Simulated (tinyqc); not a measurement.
Comparisons within one model: Shockley state of an s-p chain by decimation. A value that a table varies takes the place of the one given here.

Each site has s at -d/2 and p at +d/2: H0 = diag(-d/2, d/2). The block to the next site on the right is H1 = [[-ts, u], [-u, tp]] (rows s, p of site n; columns s, p of site n + 1). Bulk: H(k) = [[-d/2 - 2 ts cos k, 2i u sin k], [-2i u sin k, d/2 + 2 tp cos k]]. The bands are inverted at k = pi if d < 2 (ts + tp).

Decimation (Sancho-Rubio) at z = E + i eta: start with es = e = H0, A = H1, B = H1^T. Each round forms g = (z - e)^-1 and sets es += A g B, e += A g B + B g A, A = A g A, B = B g B, doubling the length covered. Stop when all |A| < 1e-10. Surface G = (z - es)^-1, bulk G = (z - e)^-1; densities -Im tr G/pi.

Values chosen for the exercise: d = 7.29 eV (Ep - Es); ts = 1.21 eV (s-s hopping); tp = 1.55 eV (p-p hopping); u = 1.2 eV (s-p hopping); eta = 0.02 eV (broadening); E1 = -1.42 eV (first energy); dE = 0.217 eV (step); E = 0.26 eV (energy).

## Surface against bulk across the gap

Eleven energies E1 + j dE.

Densities (1/eV):
```
E (eV)  surface    bulk
-1.420   0.0951  0.1996
-1.203   0.0128  0.1618
-0.986   0.0032  0.0080
-0.769   0.0022  0.0038
-0.552   0.0018  0.0027
-0.335   0.0017  0.0024
-0.118   0.0017  0.0027
0.099    0.0019  0.0037
0.316    0.0027  0.0080
0.533    0.0120  0.2386
0.750    0.0730  0.1847
```

edges of the bulk gap (201 k points) (eV): -1.2250  0.5450

What does this show?

Inside the gap the bulk density is only the tail of the broadening, at least 0.0024. The surface density has no peak there, and a chain of 60 sites has no level in the gap.

## Through the band inversion

d = f 2 (ts + tp). Gap edges from 201 k points; levels in the gap from an open chain of 60 sites (their mean, and the weight on the two end sites summed over them, divided by their number); a dash: none.

Against d:
```
f     d (eV)  top of lower band (eV)  bottom of upper band (eV)  levels in the gap  mean level (eV)  end weight
0.10   0.552                 -2.4154                     2.1365                  2          -0.0340       0.986
0.30   1.656                 -2.2644                     1.5920                  2          -0.1020       0.906
0.50   2.760                 -1.7200                     1.0400                  2          -0.1700       0.747
0.70   3.864                 -1.1680                     0.4880                  2          -0.2380       0.508
0.85   4.692                 -0.7540                     0.0740                  2          -0.2890       0.276
1.15   6.348                 -0.7540                     0.0740                  0                -           -
1.30   7.176                 -1.1680                     0.4880                  0                -           -
1.60   8.832                 -1.9960                     1.3160                  0                -           -
```

What can be read from the table?

Levels in the gap appear for f = 0.1, 0.3, 0.5, 0.7 and 0.85 and for none of the other rows; the gap closes at f = 1. The level lies at -0.0340 eV for f = 0.1 and -0.2890 eV for f = 0.85, on the line E = d (ts - tp)/(2 (ts + tp)), and its end weight goes from 0.99 to 0.28: no shift of the surface potential is needed, the inversion alone binds it.

## What each parameter does

Gap edges from 201 k points between 0 and pi, and the surface density at E by decimation. Each row changes one parameter from the base and keeps the others.

Results:
```
case           top of lower band (eV)  bottom of upper band (eV)  surface density (1/eV)
base                          -1.2250                     0.5450                  0.0024
d = 8.019 eV                  -1.5895                     0.9095                  0.0014
ts = 1.331 eV                 -0.9830                     0.5450                  0.0025
tp = 1.705 eV                 -1.2250                     0.2350                  0.0270
u = 1.32 eV                   -1.2250                     0.5450                  0.0024
eta = 0.04 eV                 -1.2250                     0.5450                  0.0048
```

What can be read from the table?

The largest shifts from the base row, up to three for each result and ties (the steps differ in size, so this ranks the rows, not the parameters). top of lower band (eV): d -0.3645, ts +0.2420; unchanged at the printed digits by tp, u and eta. bottom of upper band (eV): d +0.3645, tp -0.3100; unchanged at the printed digits by ts, u and eta. surface density (1/eV): tp +0.0245, eta +0.0024, d -0.0010; unchanged at the printed digits by u. The base chain is not inverted, so no surface state lies in the gap; E lies in the gap.

Computed by tinyqc, a small Python program: `OMP_NUM_THREADS=1 python tinyqc.py 1451124 1451125 out.jsonl` (the numbers bound the seed that draws the inputs); one thread of a shared host (Intel(R) Xeon(R) Processor @ 2.30GHz), about 0.2 s for the whole set of steps.
